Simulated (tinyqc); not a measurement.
# From one set of inputs to another, one input at a time

Model: size effects in the resistivity of thin metal films and interconnect lines. Computed by tinyqc, a small Python program. Command: `OMP_NUM_THREADS=1 python tinyqc.py 3016312 3016313 out.jsonl size ladder`. One thread of a shared host (Intel(R) Xeon(R) Processor @ 2.30GHz), about 0.01 s of CPU time with the checks.

Electrons lose their drift at surfaces (a share 1 - p of the hits) and at grain boundaries (reflection R), besides bulk scattering.

The inputs printed are set A. Set A is modelled on nickel; the values taken over come from a set modelled on platinum. Inputs not listed in the table keep their values of set A, so the rows need not describe a real material.

Inputs (values chosen for the exercise, modelled on nickel):

| quantity | value | unit |
|---|---|---|
| bulk resistivity rho_b | 6.84 | microohm cm |
| bulk mean free path lambda | 6.2 | nm |
| specularity p | 0 | - |
| grain-boundary reflection R | 0.2 | - |
| film thickness h | 44 | nm |
| grain size over thickness | 2.1 | - |

Geometry: film.

Method:
- D = (ratio) h.
- Mayadas-Shatzkes: alpha = (lambda/D) R/(1 - R); rho_b/rho = 1 - 3 alpha/2 + 3 alpha^2 - 3 alpha^3 ln(1 + 1/alpha).
- Fuchs-Sondheimer film: rho_b/rho = 1 - (3/(2 kappa))(1 - p) int_0^1 (s - s^3)(1 - exp(-kappa/s))/(1 - p exp(-kappa/s)) ds, f = rho/rho_b, kappa = thickness/lambda, 80 Gauss-Legendre points.
- Both together (Mayadas-Shatzkes film): rho_b/rho = (rho_b/rho of the grains alone) - (6/(pi kappa))(1 - p) int_0^(pi/2) dphi int_0^1 ds (cos^2 phi/H^2)(s - s^3)(1 - exp(-kappa H/s))/(1 - p exp(-kappa H/s)), H = 1 + alpha/(cos phi sqrt(1 - s^2)), 40 x 80 Gauss-Legendre points.
- Sheet resistance rho/h; additive estimate rho_b (f_surface + f_grain - 1).

Each row keeps all changes above it:

| input moved | from | to | resistivity rho (microohm cm) | sheet resistance (ohm) | rho/rho_b from surfaces |
|---|---|---|---|---|---|
| set A | - | - | 7.39 | 1.68 | 1.056 |
| film thickness h (nm) | 44 | 11 | 9.19 | 8.35 | 1.252 |
| bulk mean free path lambda (nm) | 6.2 | 7.19 | 9.58 | 8.71 | 1.295 |
| grain size over thickness | 2.1 | 1.4 | 9.94 | 9.04 | 1.295 |
| grain-boundary reflection R | 0.2 | 0.37 | 11.37 | 10.34 | 1.295 |
| bulk resistivity rho_b (microohm cm) | 6.84 | 10.5 | 17.46 | 15.87 | 1.295 |

Resistivity rho goes from 7.39 to 17.5, a factor 2.36 in all. The largest single move comes from bulk resistivity rho_b (a factor 1.54). Sheet resistance goes from 1.68 to 15.9, a factor 9.45 in all. The largest single move comes from film thickness h (a factor 4.97). rho/rho_b from surfaces goes from 1.06 to 1.30, a factor 1.23 in all. The largest single move comes from film thickness h (a factor 1.19). The single moves hold for this order of the switches; the total does not depend on the order.

Extremes, crossings and ranges named in words are read from the listed rows.
